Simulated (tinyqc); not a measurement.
Channel direction: nanosheet or nanowire with hard walls, valleys of the Ge type.

Four ellipsoidal valleys along <111>: inverse mass tensor w = 1/mt + (1/ml - 1/mt) a a^T with a the unit axis. Device axes: x along the channel, z = [001], y = z x x. The Gamma and Delta valleys are left out; the heavy Delta valleys, about 0.18 eV up, lie lowest once the L levels pass about 0.2 eV.

Hard walls around a W x H rectangle. The block w_c of w in (y, z) confines; the transport mass follows from 1/m_x = w_xx - w_xc w_c^-1 w_cx. The cross-section problem c (w_yy ky^2 + 2 w_yz ky kz + w_zz kz^2), c = hbar^2/2m0, is solved in products sin(n pi y/W) sin(l pi z/H), n, l = 1 to 12; if w_yz = 0 the levels are c pi^2 (w_yy n^2/W^2 + w_zz l^2/H^2). The w_yz term couples (n, l) to (n', l') by -2 c w_yz D_nn'(W) D_ll'(H) with D_nm(L) = 4 n m/(L (n^2 - m^2)) for n + m odd and 0 otherwise.

Without degeneracy the line density is N1 exp((EF - Ec)/kB T) with N1 = sum 2 g sqrt(m_x kB T/(4 pi c)) exp(-E/kB T), here over n, l up to 80 where w_yz = 0 and over all levels of a 12 x 12 sine basis otherwise; the classical value is W H Nc with Nc = 2 g_all (m_dos kB T/(4 pi c))^(3/2), m_dos = (ml mt^2)^(1/3); dVt = kB T ln(W H Nc/N1).

Constants: hbar^2/2m0 = 3.80998211 eV angstrom^2; kB = 8.617333262e-05 eV/K.

Parameters, chosen for this exercise (near those of Ge; the results hold for these values, not for the real material): ml = 1.573 m0 (longitudinal mass); mt = 0.083 m0 (transverse mass); T = 300 K (temperature); g_all = 4 (number of valleys); W = 90 angstrom (width, along y); H = 62 angstrom (height, along z = [001]).

The same rectangle along [100] and [110]; groups ordered by w_zz, then w_yy.

Cases:

| channel, group |
|---|
| [100] A |
| [110] A |
| [110] B |

Rank the cases by E (eV), lowest first.

Answer: [110] A, [100] A, [110] B.

Lowest level of each group:

| channel, group | valleys g | w_yy | w_zz | \|w_yz\| | m_x (m0) | E (eV) |
|---|---|---|---|---|---|---|
| [100] A | 4 | 8.244 | 8.244 | 3.804 | 0.580 | 0.1142 |
| [110] A | 2 | 4.440 | 8.244 | 5.380 | 0.083 | 0.0876 |
| [110] B | 2 | 12.048 | 8.244 | 0.000 | 1.076 | 0.1366 |

The lowest subband has m_x = 0.580 m0 and 4 valleys along [100], and 0.083 m0 and 2 valleys along [110]; its edge lies at 0.1142 and 0.0876 eV. At equal energy above the edge the carriers of the [110] channel are faster by a factor 2.64.

(tinyqc, `OMP_NUM_THREADS=1 python tinyqc.py 1280312 1280313 out.jsonl`, Intel(R) Xeon(R) Processor @ 2.30GHz, 1 thread, shared host, about 0.3 s.)
